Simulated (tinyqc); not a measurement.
# Worked calculation: single-photon avalanche diode, trigger probability and counting

Program tinyqc, `OMP_NUM_THREADS=1 python tinyqc.py 2630120 2630121 out.jsonl`; Intel Xeon 2.30GHz, shared host, one thread, about 0.01 s. Printed values are rounded.

A multiplication layer of width W with the uniform field V/W; alpha = an exp(-bn/E) for electrons, beta = ap exp(-bp/E) for holes (local model, no dead space). a = alpha W, b = beta W. Electrons enter at x = 0, holes at x = W. P0 is the probability that an electron entering at 0 starts a lasting avalanche, PW the same for a hole entering at W.

Values chosen for this exercise; ionisation coefficients close to those of indium phosphide:
- an = 1.12e7 1/cm (electron prefactor)
- bn = 3.16 MV/cm (electron field)
- ap = 4.8e6 1/cm (hole prefactor)
- bp = 2.49 MV/cm (hole field)
- W = 0.8 um (width of the multiplication layer)
- Vx = 4.8 V (excess bias)
- eta = 0.74 (probability that a photon makes a pair that enters the layer)
- Gd = 930 1/s (thermal generation rate in the layer)
- td = 10 ns (dead time)
- Cd = 17 fF (diode capacitance)
- Rq = 200 kohm (quench resistance)
- pa = 3.6e-8 (trapping probability per avalanche carrier)
- tt = 7.2 ns (trap release time)
- nph = 2.7e5 1/s (photon rate)

Constants: q = 1.602176634e-19 C. Results are converted to the units shown.

## Ionisation integrals at and above breakdown

breakdown voltage VB = 35.35191 V

Breakdown: ln(a/b) = a - b with a not equal to b. VB is given; V = VB + Vx.

E at VB = 0.4418989 MV/cm
a at VB = 0.7025660
b at VB = 1.371452
E at V = 0.5018989 MV/cm
a = 1.651778
b = 2.689847

At VB, ln(a/b) = -0.6689 equals a - b.

## Iteration 1: trigger probability by substitution

P0 at the start = 0.5

PW = P0 exp(b - a)/(1 - P0 + P0 exp(b - a)); P0(new) = 1 - (1 - PW)^(a/b).

PW = 0.7384773
P0 after iteration 1 = 0.5611613

## Iteration 2: trigger probability by substitution

As before.

PW = 0.7831207
P0 after iteration 2 = 0.6088118

## Course of the iteration: trigger probability by substitution

Stop when P0 changes by less than 1e-9, or after 400 iterations. The rule counts as met only at a root strictly between 0 and 1.

Course of the iteration:
```
iteration	P0	|change|
1	0.5611613	0.0612
2	0.6088118	0.0477
3	0.6447644	0.0360
4	0.6714167	0.0267
5	0.6910033	0.0196
6	0.7053444	0.0143
7	0.7158339	0.0105
8	0.7235078	7.67e-3
9	0.7291256	5.62e-3
...	...	...
52	0.7446042	1.01e-8
53	0.7446042	7.40e-9
54	0.7446042	5.44e-9
55	0.7446042	4.00e-9
56	0.7446042	2.94e-9
57	0.7446042	2.16e-9
58	0.7446042	1.59e-9
59	0.7446042	1.17e-9
60	0.7446042	8.61e-10
```

Converged in 60 iterations. At the end each change is about 0.74 times the one before: linear convergence.

## Detection, dark counts, afterpulses and dead-time loss

P0 = 0.7446042
Pm = 0.8263466

Pm is the mean trigger probability of pairs made evenly in the layer. PDP = eta P0; dark counts Gd Pm; avalanche charge Cd Vx/q; afterpulse probability pa (Cd Vx/q) exp(-td/tt) Pm; true rate n = nph PDP + dark counts; measured n/(1 + n td) (non-paralysable) or n exp(-n td) (paralysable); recharge time Rq Cd.

PDP = 0.5510071
dark counts = 768.5024 1/s
avalanche charge = 5.093071e5 electrons
afterpulse probability = 0.3777963 %
true rate = 1.495404e5 1/s
measured, non-paralysable = 1.493171e5 1/s
measured, paralysable = 1.493170e5 1/s
recharge time = 3.4 ns

Dead time hides 0.15 % of the events in the first model and 0.15 % in the second.
